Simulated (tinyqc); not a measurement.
Inside a calculation. Method: plane-wave Kohn-Sham cycle with exchange-only LDA in a layered model solid. One step of it, computed by the program tinyqc.

Question. Iteration 1: potential. V_H(G) = 4 pi rho(G)/G^2 for G != 0 (uniform background); v_x = -(3 rho/pi)^(1/3); V = V_ext + V_H + v_x; Fourier components f(G_m) = (1/N) sum_j f(x_j) exp(-i G_m x_j).

A solid whose potential varies along x alone (atomic units):
```
parameter                      value
period a                   17.300000
cross-section of the cell  27.000000
electrons per cell                 4
grid points                       16
plane waves -n..n, n               3
k points                           2
V1 in V1 cos(2 pi x/a)     -0.260000
```

density at the start, on the grid x_j = j a/N (e/bohr^3): [0.00856348, 0.00856348, 0.00856348, 0.00856348, 0.00856348, 0.00856348, 0.00856348, 0.00856348, 0.00856348, 0.00856348, 0.00856348, 0.00856348, 0.00856348, 0.00856348, 0.00856348, 0.00856348]

Give: Potentials on the grid; V(G_m), m = 0, 1, 2, ....

Answer.

Potentials on the grid (hartree):
```
x          V_ext     V_H      v_x        V
0.0000   -0.2600  0.0000  -0.2015  -0.4615
1.0813   -0.2402  0.0000  -0.2015  -0.4417
2.1625   -0.1838  0.0000  -0.2015  -0.3853
3.2437   -0.0995  0.0000  -0.2015  -0.3010
4.3250         0  0.0000  -0.2015  -0.2015
5.4062    0.0995  0.0000  -0.2015  -0.1020
6.4875    0.1838  0.0000  -0.2015  -0.0176
7.5687    0.2402  0.0000  -0.2015   0.0387
8.6500    0.2600  0.0000  -0.2015   0.0585
9.7312    0.2402  0.0000  -0.2015   0.0387
10.8125   0.1838  0.0000  -0.2015  -0.0176
11.8938   0.0995  0.0000  -0.2015  -0.1020
12.9750        0  0.0000  -0.2015  -0.2015
14.0563  -0.0995  0.0000  -0.2015  -0.3010
15.1375  -0.1838  0.0000  -0.2015  -0.3853
16.2188  -0.2402  0.0000  -0.2015  -0.4417
```

V(G_m), m = 0, 1, 2, ... (hartree): [-0.2015, -0.1300, 0.0000, 0.0000, 0.0000, 0.0000, 0.0000]
